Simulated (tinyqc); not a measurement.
## MOS structure on a p-type body with a doping step (retrograde), non-linear Poisson equation by Newton steps: effect of the depth of the doping step on threshold, swing and body effect

One dimension, insulator interface at x = 0, acceptor density N1 for x < x1 and Na beyond, net doping C = -(acceptor density). psi is counted from the intrinsic level: n = ni exp((psi - Vb)/Vt), p = ni exp(-psi/Vt); deep in the body psi_b = -Vt ln(Na/ni). The gate acts through Cox = eps0 eox/tox and has the potential psi_G = Vg - (phiM - chi - Vt ln(Nc/ni)). Boltzmann statistics, full ionisation, classical densities, no oxide or interface charge.

ni = sqrt(Nc Nv) exp(-Eg/(2 Vt)), Eg in volts. The Poisson equation d/dx(eps0 eps_r dpsi/dx) = -q (p - n + C), with eps0 eps_r dpsi/dx = -Cox (psi_G - psi_0) at x = 0, is solved on a mesh of about 600 nodes or more. N_inv is the integral of n less its value deep in the body. VT is the Vg at which N_inv = 2e11 cm^-2. m = 1/(dpsi_0/dVg) at N_inv = 1e8 cm^-2; the swing is the Vg between N_inv = 1e8 and 1e9 cm^-2; body coefficient [VT(Vb + 0.05 V) - VT(Vb)]/0.05 V - 1.

Values chosen for this exercise; band and dielectric values close to those of silicon: temperature T = 400 K; band gap Eg = 1.11 eV; relative permittivity eps_r = 11.6; conduction-band density of states at T Nc = 4.34e19 cm^-3; valence-band density of states at T Nv = 4.08e19 cm^-3; electron affinity chi = 3.99 eV; acceptor density deep in the body Na = 1.4e18 cm^-3; relative permittivity of the gate insulator (close to silicon dioxide) eox = 3.9; insulator thickness tox = 11 nm; gate work function phiM = 4.14 eV; electron quasi-Fermi potential against the body Vb = 0 V; acceptor density above the step N1 = 1.4e17 cm^-3.

Constants: q = 1.602176634e-19 C, kB = 1.380649e-23 J/K, Vt = kB T/q, eps0 = 8.8541878128e-14 F/cm where lengths are in cm. Results are converted to the units shown.

Result of one run:
```
VT (V),psi_0 - psi_b at VT (V),m - 1,swing (mV/decade),body coefficient
1.40,0.892,1.18,179,1.07
```

Which depth of the doping step x1 gave this result: 7.5, 11, 16 or 24 nm?

x1 = 16 nm.

The whole series:
```
x1 (nm),VT (V),psi_0 - psi_b at VT (V),m - 1,swing (mV/decade),body coefficient
3.5,1.97,0.905,1.38,192,1.18
5.1,1.88,0.903,1.37,191,1.18
7.5,1.75,0.901,1.34,190,1.16
11,1.59,0.897,1.28,186,1.13
16,1.40,0.892,1.18,179,1.07
24,1.17,0.886,1.02,166,0.960
35,0.978,0.879,0.827,151,0.808
```

As x1 goes from 3.5 to 35, VT falls from 1.97 to 0.978 V, the swing falls from 192 to 151 mV/decade and the body coefficient falls from 1.18 to 0.808. The swing stays within 4.1 % of m Vt ln 10, and the body coefficient within 0.20 of m - 1.

Program tinyqc, `OMP_NUM_THREADS=1 python tinyqc.py 2080170 2080171 out.jsonl`; Intel Xeon 2.30GHz, shared host, one thread, about 0.5 s.
